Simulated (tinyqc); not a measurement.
## True capacitance, leakage and series resistance from two frequencies

Problem. A capacitance C in parallel with G and in series with Rs is measured as Cp and D = Gp/(w Cp) at two frequencies. The series reading Cs = Cp (1 + D^2) equals C + G^2/(w^2 C), and Re Z = D/(w Cp (1 + D^2)) = Rs + G/(G^2 + w^2 C^2). Find C, G and Rs.

f (Hz): 50000  1.5e5
Cp (pF): 3.98046298  3.98046227
D: 0.0788204095  0.0266736391

Answer. w^2 Cs = w^2 C + G^2/C is a straight line in w^2 with slope C; the intercept gives G, and the real part then gives Rs.

C = 3.981 pF
G = 0.09838 uS
Rs = 120.0 ohm

Numbers from tinyqc (`OMP_NUM_THREADS=1 python tinyqc.py 2022067 2022068 out.jsonl`; about 0.01 s on one thread of a shared Intel Xeon 2.30GHz).
